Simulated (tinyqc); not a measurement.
Inside a calculation. Model: implant damage, amorphisation by cascade overlap, and solid-phase epitaxial regrowth. Computed by tinyqc, a small Python program that keeps every step. Command: `OMP_NUM_THREADS=1 python tinyqc.py 3113166 3113167 out.jsonl sper walk`. One thread of a shared host (Intel(R) Xeon(R) Processor @ 2.30GHz), about 0.01 s of CPU time with the checks. Intermediate numbers are printed to about 7 digits and carried at full precision; extremes and crossings named in words are read from the listed rows.

Range and width of the damage are inputs. Dynamic annealing enters only through the surviving share f.

Inputs (values chosen for the exercise, modelled on phosphorus ions in silicon): atomic density N = 49.9 1/nm^3; ion Z1 = 15; ion mass M1 = 31 u; target Z2 = 14; target mass M2 = 28.09 u; ion energy E = 15 keV; displacement energy E_d = 15 eV; depth of the damage peak R_d = 16 nm; width of the damage profile s_d = 10 nm; share of defects that survive f = 0.43; critical displaced share x_c = 0.13; dose Q = 1.2e+15 1/cm^2; overlaps needed n = 3; area amorphised by one track A_i = 0.8 nm^2; regrowth prefactor v0 = 5.9e+15 nm/s; regrowth energy E_a = 2.71 eV; anneal temperature = 686 C; rate relative to (100) = 1; peak enhancement by the dopant = 8; ramp rate = 200 K/s.

Constants: a_0 = 0.529177210903 angstrom; e^2/(4 pi eps_0) = 14.39964548 eV angstrom; k_B = 8.617333262e-05 eV/K.

## Damage energy and displacements per ion

Robinson partition: eps = E a M2/(Z1 Z2 (e^2/(4 pi eps_0)) (M1 + M2)), a = 0.8853 a_0/sqrt(Z1^(2/3) + Z2^(2/3)); k = 0.0793 Z1^(2/3) Z2^(1/2) (M1 + M2)^(3/2)/((Z1^(2/3) + Z2^(2/3))^(3/4) M1^(3/2) M2^(1/2)); damage energy T_d = E/(1 + k (eps + 0.40244 eps^(3/4) + 3.4008 eps^(1/6))); displacements nu = 0.8 T_d/(2 E_d).

reduced energy eps = 0.3203617

k = 0.1399385

damage energy T_d = 10.25658 keV

T_d/E = 0.6837722

displacements per ion nu = 273.5089

32 % of the energy goes to electrons.

## The amorphous layer

Displaced share x(z) = f nu Q exp(-(z - R_d)^2/(2 s_d^2))/(sqrt(2 pi) s_d N); the layer is amorphous where x > x_c, between R_d -/+ s_d sqrt(2 ln(x_max/x_c)), the upper edge being cut at the surface. Threshold dose Q_c = Q x_c/x_max.

peak displaced share x_max = 1.128316

threshold dose Q_c = 1.382592e+14 1/cm^2

upper edge = 0 nm

lower edge = 36.78916 nm

The layer reaches the surface. Caution: x above 1 counts atoms displaced more than once.

## Damage left below the interface

Displaced atoms per area beyond the lower edge z2: f nu Q (1/2) erfc((z2 - R_d)/(sqrt2 s_d)); they are not removed by regrowth.

share of the damage beyond z2 = 0.01881251

displaced atoms beyond z2 = 2.655021e+15 1/cm^2

## Layer against dose

The formulas are those given above.

Dose series; the last column is f nu Q erfc((z2 - R_d)/(sqrt2 s_d))/2:
```
Q (1/cm^2)     x_max  upper edge (nm)  lower edge (nm)  displaced atoms beyond z2 (1/cm^2)
1.52e+14    0.142920         11.64683         20.35317                        5.929042e+15
2.07e+14    0.194634          7.01569         24.98431                        4.491122e+15
3.46e+14    0.325331          2.45519         29.54481                        3.572471e+15
5.53e+14    0.519966          0.00000         32.65069                        3.118521e+15
9.68e+14    0.910175          0.00000         35.72867                        2.761359e+15
1.66e+15    1.560837          0.00000         38.29548                        2.516273e+15
3.46e+15    3.253310          0.00000         41.37674                        2.270487e+15
6.91e+15    6.497218          0.00000         43.96997                        2.095897e+15
```

A dose 45 times larger moves the lower edge from 20.4 to 44.0 nm, as the root of a logarithm, and the damage beyond it falls by a factor 2.8, since the edge lies on an ever steeper tail. The layer reaches the surface at Q_c exp(R_d^2/(2 s_d^2)) = 4.97e14 per cm^2.

## Overlap model

Gibbons model: a point turns amorphous after n + 1 hits; with y = A_i Q the amorphous share is 1 - exp(-y) sum_(k=0..n) y^k/k!. Doses are set by y.

Amorphous share:
```
y    Q (1/cm^2)  direct impact (n = 0)       given n
0.1    1.25e+13              0.0951626  3.846834e-06
0.3    3.75e+13              0.2591818  2.658112e-04
0.6    7.50e+13              0.4511884  3.358069e-03
1.0    1.25e+14              0.6321206  1.898816e-02
2.0    2.50e+14              0.8646647  1.428765e-01
3.0    3.75e+14              0.9502129  3.527681e-01
5.0    6.25e+14              0.9932621  7.349741e-01
8.0    1.00e+15              0.9996645  9.576199e-01
```

At small y the share grows as y^4; between the first rows the exponent is 3.86.

## Isothermal regrowth

v = v0 x orientation factor x exp(-E_a/(k_B T)) x [1 + (enhancement - 1) exp(-(z - R_d)^2/(2 s_d^2))], T = anneal temperature + 273.15 K; the dopant is taken to follow the damage profile; the lower front moves from the lower edge z2 to the surface, or to the middle (z1 + z2)/2 of a buried layer with upper edge z1; time = int dz/v; the equivalent undoped distance is that time times the undoped velocity.

undoped velocity = 33.99150 nm/s

distance to regrow = 36.78916 nm

time without enhancement = 1.082305 s

equivalent undoped distance = 8.072127 nm

time with enhancement = 0.2374749 s

The rate doubles for each 20 K or so near this temperature.

## Regrowth during a ramp

On a linear ramp from 200 C regrowth ends at the T_f where int v_undoped dT/(ramp rate) equals the equivalent undoped distance.

temperature at which regrowth ends = 701.2055 C

Checks made by the program: tail against quadrature of x(z) N (relative difference below 1e-10).
